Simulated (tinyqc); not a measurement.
# Capacitance measurement on a leaky thin oxide: effects of series resistance and leakage: what changes with what

The device is a capacitance C in parallel with a leakage conductance G, in series with Rs and Ls. An impedance meter reports either a parallel pair (Cp, Gp) from Y = 1/Z = Gp + i w Cp or a series pair (Cs, Rm) from Z = Rm + 1/(i w Cs); w = 2 pi f, dissipation D = Gp/(w |Cp|).

Inputs (values chosen for the exercise); values of the order met in thin-oxide MOS capacitors:

| symbol | value | unit | meaning |
|---|---|---|---|
| eox | 9.17 |  | relative permittivity of the gate insulator (close to aluminium oxide) |
| tox | 5.4 | nm | insulator thickness |
| A | 10000 | um^2 | gate area |
| zc | 0.46 | nm | oxide-equivalent thickness added by the accumulation layer |
| zp | 0 | nm | oxide-equivalent thickness added by gate depletion |
| Jg | 0.013 | A/cm^2 | gate leakage current density, not matched to the thickness |
| Vs | 0.35 | V | voltage for an e-fold rise of the leakage |
| Rs | 230 | ohm | series resistance |
| Ls | 0 | nH | series inductance |
| f | 10000 | Hz | measuring frequency |

Constants: eps0 = 8.8541878128e-14 F/cm where lengths are in cm. Results are converted to the units shown.

Each table varies one quantity; the others keep the values above.

## Readings against frequency

EOT = 3.9 tox/eox; CET = EOT + zc + zp; C = 3.9 eps0 A/CET; G = Jg A/Vs. Z = Rs + i w Ls + 1/(G + i w C); CET read from Cp = 3.9 eps0 A/Cp; errors under 0.001 % are printed as 0.

The same in every row: C (pF) = 125.27.

Result of one run:
```
f (Hz)  Cp (pF)  Cs (pF)       D  error of Cp (%)  error of Cs (%)  CET read from Cp (nm)
1000     125.05   2914.9  4.7233           -0.171             2230                 2.7613
```

What becomes of these results when the measuring frequency f is changed from 1000 to 30000 Hz, all else the same?

Result of the changed run:
```
f (Hz)  Cp (pF)  Cs (pF)        D  error of Cp (%)  error of Cs (%)  CET read from Cp (nm)
30000    125.05   128.37  0.16287           -0.174             2.47                 2.7614
```

The whole series:
```
f (Hz)  Cp (pF)  Cs (pF)         D  error of Cp (%)  error of Cs (%)  CET read from Cp (nm)
1000     125.05   2914.9    4.7233           -0.171             2230                 2.7613
3000     125.05   435.23    1.5749           -0.171              247                 2.7613
10000    125.05   153.16   0.47412           -0.171             22.3                 2.7613
30000    125.05   128.37   0.16287           -0.174             2.47                 2.7614
1e5      125.01   125.55  0.065334           -0.203            0.223                 2.7622
3e5      124.69   125.30  0.070052           -0.464           0.0247                 2.7695
1e6      121.09   125.27   0.18575            -3.33          2.23e-3                 2.8517
3e6      96.608   125.27   0.54466            -22.9                0                 3.5744
1e7      29.276   125.27    1.8107            -76.6                0                 11.795
3e7      4.1077   125.27    5.4310            -96.7                0                 84.065
```

D goes from 4.72 through a minimum of 0.0653 (at f = 1e5 Hz among the rows listed) to 5.43; without inductance its minimum lies at f = sqrt(G (1 + G Rs)/Rs)/(2 pi C) = 1.62e5 Hz. The error of Cp goes from -0.171 to -96.7 % and that of Cs from 2230 to 0 %; at low frequency Cp tends to C/(1 + G Rs)^2 and Cs grows as 1 + (G/(w C))^2. One of the two readings is within 2 % of C for f = 1000, 3000, 10000, 30000, 1e5, 3e5, 1e6, 3e6, 1e7, 3e7 Hz. For f = 1000, 3000, 1e7, 3e7 D exceeds 1, where the accuracy of real meters degrades in proportion to sqrt(1 + D^2).

## Effect of the gate leakage current density, not matched to the thickness

Same model as above.

The same in every row: C (pF) = 125.3.

Results:
```
Jg (A/cm^2)  Cp (pF)   Cs (pF)         D  error of Cp (%)  error of Cs (%)  CET read from Cp (nm)
1e-5           125.3     125.3  0.002173                0                0                  2.757
0.0001         125.3     125.3  0.005440         -1.64e-3          1.32e-3                  2.757
0.001          125.3     125.4   0.03811          -0.0135            0.132                  2.757
0.02           124.9     191.3    0.7288           -0.263             52.7                  2.764
0.2            122.0      6728     7.357            -2.58             5270                  2.830
30             14.19   1.486e8      3236            -88.7           1.19e8                  24.34
300           0.2919  1.486e10   2.256e5            -99.8          1.19e10                   1183
```

Estimate the missing row, Jg = 2 A/cm^2.

Computed row:
```
Jg (A/cm^2)  Cp (pF)  Cs (pF)      D  error of Cp (%)  error of Cs (%)  CET read from Cp (nm)
2              97.85  6.604e5  82.15            -21.9           5.27e5                  3.529
```

With this row back in the table: As Jg goes from 1e-5 to 300, the error of Cp goes from 0 to -99.8 %, that of Cs from 0 to 1.19e10 %, and D rises from 0.00217 to 2.26e5. The CET read from Cp goes from 2.76 to 1180 nm against the true 2.76 nm. For Jg = 0.2, 2, 30, 300 D exceeds 1, where the accuracy of real meters degrades in proportion to sqrt(1 + D^2).

Program tinyqc, `OMP_NUM_THREADS=1 python tinyqc.py 2022105 2022106 out.jsonl`; Intel Xeon 2.30GHz, shared host, one thread, about 0.01 s.
